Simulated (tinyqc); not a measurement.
Orbital energy against energy difference: ionisation energy by orbital energies and by energy differences in the 6-31g* basis, for H4, spin multiplicity 1. Computed by the program tinyqc with PySCF. 

Geometry (angstrom):
```
atom       x       y       z
H     0.0000  0.0000  0.0000
H     0.0000  0.0000  0.7370
H     0.0000  0.0000  1.6100
H     0.0000  0.0000  2.3470
```

CCSD(T) difference in the same basis = 12.6655 eV

IP-EOM-CCSD = 12.6770 eV

The cation is unrestricted; errors are against CCSD(T) in this basis, not against experiment.

First vertical ionisation energy (eV):
```
method     -e(HOMO)  E(cation) - E  error of -e(HOMO)  error of the difference
HF          12.9404      12.165844             0.2749                  -0.4996
LDA          7.8338      12.635898            -4.8317                  -0.0296
PBE          7.9274      12.697312            -4.7380                   0.0318
B3LYP        9.1865      12.925596            -3.4790                   0.2601
PBE0         9.3578      12.799254            -3.3076                   0.1338
CAM-B3LYP   10.7949      12.880492            -1.8706                   0.2150
LC-wPBE     12.1825      12.894948            -0.4830                   0.2295
```

Koopmans errs by +0.27 eV and Delta-HF by -0.50 eV: relaxation, 0.77 eV, lowers the value and the missing correlation difference works against it. The PBE level is off by -4.7 eV through the wrong tail of its potential, though its energy difference is off by +0.03 eV; exact exchange deepens the level, and among the orbital energies HF comes closest; among the differences LDA does.
